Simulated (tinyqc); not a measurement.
Length of a polyene: Hueckel, PPP and singles CI along the polyenes. Computed by the program tinyqc. Hueckel uses the same beta without repulsion; CIS keeps all single excitations and so misses the low, doubly excited 2Ag state. W is the valence ionisation energy of a centre, MN the Mataga-Nishimoto formula, f the oscillator strength.

All-trans chains of carbon centres 1.40 angstrom apart:
```
parameter                               value
beta (eV), times 1 +/- alternation  -2.130000
alternation                                 0
W (eV)                              11.160000
gamma_rr (eV)                       10.410000
repulsion formula                        Ohno
```

Gaps and excitations (eV):
```
centres  Hueckel gap  PPP orbital gap  bright singlet (CIS)       f  lowest triplet (CIS)
2             4.2600          11.5766                5.8067  0.4978                2.7133
4             2.6328           9.0924                4.5210  0.9676                1.7496
6             1.8959           7.8059                3.7344  1.3783                1.2859
8             1.4795           7.0209                3.2104  1.7400                1.0289
10            1.2125           6.4960                2.8387  2.0587                0.8712
12            1.0270           6.1241                2.5640  2.3433                0.7675
14            0.8906           5.8498                2.3547  2.6020                0.6958
```

What does the comparison show, and why?

The Hueckel gap tends to 4 x alternation x |beta| = 0.00 eV for long chains (zero without alternation, falling as 1/N). Exchange opens the PPP orbital gap, and the attraction of electron and hole brings the bright state 3.50 eV below it at 14 centres; the triplet lies 1.66 eV lower still.
